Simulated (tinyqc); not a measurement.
Pariser-Parr-Pople SCF with singles CI, for the molecule [CH2+]c1ccccc1 (SMILES; centres numbered as the heavy atoms are written), step by step. One step of it, computed by the program tinyqc.

Task: PPP integrals. Ohno: gamma = 14.399645/sqrt(R^2 + a^2), a = 2 x 14.399645/(gamma_rr + gamma_ss); H_rr = -W_r - sum_(s != r) z_s gamma_rs; H_rs = beta for bonds.

Centres (angstrom, eV; a flat drawing with bonds scaled to 1.40 angstrom):

| centre | x | y | core charge z | W | gamma_rr |
|---|---|---|---|---|---|
| 1C | 2.400000 | 0.000000 | 1 | 11.160000 | 11.130000 |
| 2C | 1.000000 | 0.000000 | 1 | 11.160000 | 11.130000 |
| 3C | 0.300000 | 1.212000 | 1 | 11.160000 | 11.130000 |
| 4C | -1.100000 | 1.212000 | 1 | 11.160000 | 11.130000 |
| 5C | -1.800000 | 0.000000 | 1 | 11.160000 | 11.130000 |
| 6C | -1.100000 | -1.212000 | 1 | 11.160000 | 11.130000 |
| 7C | 0.300000 | -1.212000 | 1 | 11.160000 | 11.130000 |

Resonance integrals (eV):

| i | j | beta |
|---|---|---|
| 1 | 2 | -2.390000 |
| 2 | 3 | -2.390000 |
| 3 | 4 | -2.390000 |
| 4 | 5 | -2.390000 |
| 5 | 6 | -2.390000 |
| 6 | 7 | -2.390000 |
| 7 | 2 | -2.390000 |

Give: repulsion gamma_rs; core matrix H.

Result:

repulsion gamma_rs (eV), lower triangle:
```
        1C      2C      3C      4C      5C      6C      7C
1C  11.130
2C   7.554  11.130
3C   5.240   7.555  11.130
4C   3.670   5.240   7.554  11.130
5C   3.277   4.668   5.240   7.555  11.130
6C   3.670   5.240   4.669   5.241   7.555  11.130
7C   5.240   7.555   5.241   4.669   5.240   7.554  11.130
```

core matrix H (eV), lower triangle:
```
         1C       2C       3C       4C       5C       6C       7C
1C  -39.810
2C   -2.390  -48.971
3C    0.000   -2.390  -46.658
4C    0.000    0.000   -2.390  -45.089
5C    0.000    0.000    0.000   -2.390  -44.694
6C    0.000    0.000    0.000    0.000   -2.390  -45.089
7C    0.000   -2.390    0.000    0.000    0.000   -2.390  -46.658
```
